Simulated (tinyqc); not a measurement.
One-electron ion in a basis of Gaussians, step by step. One step of it, computed by the program tinyqc.

Problem. Matrices over normalised Gaussians. With p = a_i + a_j and I(k) = Gamma((k+1)/2) / (2 p^((k+1)/2)): S = I(2l+2), T = (2l+3) a_i a_j S / p, V = -Z I(2l+1), each divided by sqrt(S_ii S_jj).

exponents of r^l exp(-a r^2) (1/bohr^2): [0.111800, 0.163200, 0.238300, 0.347900]

Z = 6

l = 2

Give: S; T; V.

Solution.

S:
```
[[1.0000, 0.9397, 0.7828, 0.5851],
 [0.9397, 1.0000, 0.9396, 0.7828],
 [0.7828, 0.9396, 1.0000, 0.9396],
 [0.5851, 0.7828, 0.9396, 1.0000]]
```

T (hartree):
```
[[0.3913, 0.4364, 0.4170, 0.3466],
 [0.4364, 0.5712, 0.6371, 0.6087],
 [0.4170, 0.6371, 0.8340, 0.9302],
 [0.3466, 0.6087, 0.9302, 1.2176]]
```

V (hartree):
```
[[-1.7074, -1.7793, -1.6725, -1.4325],
 [-1.7793, -2.0629, -2.1497, -2.0207],
 [-1.6725, -2.1497, -2.4928, -2.5977],
 [-1.4325, -2.0207, -2.5977, -3.0119]]
```
